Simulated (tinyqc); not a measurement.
Threshold of a short bulk MOSFET: charge sharing, barrier lowering, narrow width: two steps of the calculation.

n-channel device on a p-type body, depletion approximation, full ionisation. Uniform doping N = Na. Vbi from Boltzmann statistics is rough for the degenerate source. Cox = eps0 eox/tox.

Parameters, values chosen for the exercise; band and dielectric values close to those of silicon: temperature T = 300 K; band gap Eg = 1.11 eV; relative permittivity eps_r = 11.9; conduction-band density of states at T Nc = 2.77e19 cm^-3; valence-band density of states at T Nv = 2.64e19 cm^-3; relative permittivity of the gate insulator (close to silicon dioxide) eox = 3.9; insulator thickness tox = 2 nm; channel doping Na = 1.1e17 cm^-3; source and drain doping Nsd = 1e20 cm^-3; flat-band voltage for the doping Na Vfb = -0.9 V; junction depth xj = 23 nm; body-source voltage Vbs = 0 V; drain-source voltage Vds = 0.5 V; gate width W = 400 nm; shape factor of the fringing depletion at the width edges xw = 0; channel length L = 300 nm.

Constants: q = 1.602176634e-19 C, kB = 1.380649e-23 J/K, Vt = kB T/q, eps0 = 8.8541878128e-14 F/cm where lengths are in cm. Results are converted to the units shown.

Question 1. Long-channel threshold and scales. ni = sqrt(Nc Nv) exp(-Eg/(2 Vt)), Eg in volts; 2 pB = 2 Vt ln(N/ni); flat band Vfb - Vt ln(N/Na); Wd = sqrt(2 eps0 eps_r (2 pB - Vbs)/(q N)); body term q N Wd/Cox; long-channel VT0 = flat band + 2 pB + body term; Vbi = Vt ln(N Nsd/ni^2); scale length l = sqrt((eps_r/eox) tox Wd).

Give: N; 2 pB; flat band; Wd; body term; VT0; Vbi; l.

Answer 1.

N = 1.100e17 cm^-3
2 pB = 0.8254 V
flat band = -0.9000 V
Wd = 99.34 nm
body term = 0.1014 V
VT0 = 0.02679 V
Vbi = 1.002 V
l = 24.62 nm

Question 2. Short-channel and narrow-width shifts. Charge sharing (trapezoid; it ignores Vds): F = (xj/L)(sqrt(1 + 2 Wd/xj) - 1), lowering = body term times F. Barrier lowering: th = exp(-L/(2 l)) + 2 exp(-L/l), lowering = th [2 (Vbi - 2 pB) + Vds], DIBL = th. Narrow width: rise = body term times xw Wd/W. VT by each model = VT0 - lowering + rise.

2 pB = 0.82538638 V
Wd = 99.343614 nm
body term = 0.10140508 V
VT0 = 0.026791458 V
Vbi = 1.0015017 V
l = 24.622160 nm

Give: F; lowering by charge sharing; th; lowering of the barrier; DIBL; narrow-width rise; VT, charge sharing; VT, barrier lowering.

Answer 2.

F = 0.1614
lowering by charge sharing = 16.36 mV
th = 0.002271
lowering of the barrier = 1.935 mV
DIBL = 2.271 mV/V
narrow-width rise = 0 mV
VT, charge sharing = 0.01043 V
VT, barrier lowering = 0.02486 V

L is 12.2 scale lengths. The charge-sharing lowering is 8.45 times the barrier lowering; the first falls off as 1/L and the second exponentially. Both describe the same loss of gate control, so they are alternatives and are not added.

tinyqc, about 0.01 s, one thread, Intel Xeon 2.30GHz (shared host): `OMP_NUM_THREADS=1 python tinyqc.py 2002021 2002022 out.jsonl`
